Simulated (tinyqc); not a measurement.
# Deep-level transient spectroscopy: the DLTS spectrum

Schottky contact on an n-type layer with shallow donors Nd (all ionised) and a donor-like deep trap, neutral when filled and positive when empty; depletion approximation. Traps within lam of the depletion edge stay filled. A long pulse to Vp fills the traps beyond x1 = Wp - lam; back at Vr those between x1 and x2 = Wr - lam emit. A rate window reads S = C(t2) - C(t1).

Emission rate en = sn vth(T) Nc(T) exp(-Et/kB T) = sn g T^2 exp(-Et/kB T), g = vth Nc/(300 K)^2, as vth goes as T^0.5 and Nc as T^1.5 (degeneracy factor 1). lam = sqrt(2 eps0 eps_r (EF - ET)/(q Nd)), EF - ET = Et - (kB T/q) ln(Nc(T)/Nd), Nc(T) = Nc (T/300 K)^1.5. In the steady state at the band bending V, 2 eps0 eps_r V/q = Nd W^2 + Nt (W - lam)^2 (the second term only if W > lam). W(t)^2 = Wr^2 + (Nt/Nd)(x2^2 - x1^2) exp(-en t), C = eps0 eps_r/W; for small Nt, dC/C = -(Nt/2 Nd) G exp(-en t) with G = (x2^2 - x1^2)/Wr^2. For an exponential transient S peaks where en = ew = ln(t2/t1)/(t2 - t1).

Parameters, values chosen for the exercise; material values close to those of indium phosphide: relative permittivity eps_r = 12.5; conduction-band density of states at 300 K Nc = 5.6e17 cm^-3; thermal velocity at 300 K vth = 4.2e7 cm/s; shallow donor density Nd = 8.1e15 cm^-3; built-in voltage Vbi = 0.63 V; depth of the trap below the conduction edge Et = 0.41 eV; capture cross-section sn = 5.8e-17 cm^2; trap density Nt = 3.7e13 cm^-3; reverse bias Vr = 8.1 V; reverse bias during the filling pulse Vp = 0.7 V; first sampling time t1 = 10 ms; second sampling time t2 = 50 ms.

Constants: q = 1.602176634e-19 C, kB = 1.380649e-23 J/K, eps0 = 8.8541878128e-14 F/cm where lengths are in cm. Results are converted to the units shown.

The DLTS spectrum:
```
T (K),en (1/s),S (pF/cm^2)
233,1.114,0.5427
242,2.569,1.201
251,5.593,2.399
260,11.57,4.188
269,22.84,6.070
278,43.25,6.822
287,78.83,5.579
296,138.8,3.197
305,236.8,1.208
314,392.5,0.2553
323,633.6,0.02299
332,997.9,6.033e-4
```

S goes from 0.543 through a maximum of 6.82 (at T = 278 K among the rows listed) to 6.03e-4 pF/cm^2; en equals ew = 40.2 1/s at 277.0 K. Colder, the trap has hardly emitted by t2; warmer, it is empty before t1. Rows above half of the largest S span 260 to 287 K.

Numbers from tinyqc (`OMP_NUM_THREADS=1 python tinyqc.py 2050087 2050088 out.jsonl`; about 0.01 s on one thread of a shared Intel Xeon 2.30GHz).
